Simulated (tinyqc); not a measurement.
Inside a calculation. Method: RHF in the 6-31g basis, for He, spin multiplicity 1. One step of it, computed by the program tinyqc.

Problem. Iteration 1: building the Fock matrix. J_ij = sum D_kl (ij|kl), K_ij = sum D_kl (ik|jl); F = H + J - 0.5 K; E = tr D H + tr D J / 2 - 0.25 tr D K + E_nn.

D at the start, order 1He 1s, 1He 2s:
```
[[1.193605, 0.482210],
 [0.482210, 0.194810]]
```

core Hamiltonian H = T + V (hartree), order 1He 1s, 1He 2s:
```
[[-1.879626, -1.546409],
 [-1.546409, -1.295190]]
```

Two-electron integrals (ij|kl) in chemists' order, unique and non-zero (hartree):
```
(11|11) 1.543936   (21|11) 0.785447   (21|21) 0.427025   (22|11) 0.803952
(22|21) 0.476190   (22|22) 0.615938
```

nuclear repulsion = 0 hartree

Give: Coulomb J; exchange K; Fock matrix F; total energy of this density.

Solution.

Coulomb J (hartree), order 1He 1s, 1He 2s:
```
[[2.7570, 1.4421],
 [1.4421, 1.5388]]
```

exchange K (hartree), order 1He 1s, 1He 2s:
```
[[2.6835, 1.6239],
 [1.6239, 1.0889]]
```

Fock matrix F (hartree), order 1He 1s, 1He 2s:
```
[[-0.4644, -0.9162],
 [-0.9162, -0.3008]]
```

total energy of this density = -2.741907 hartree
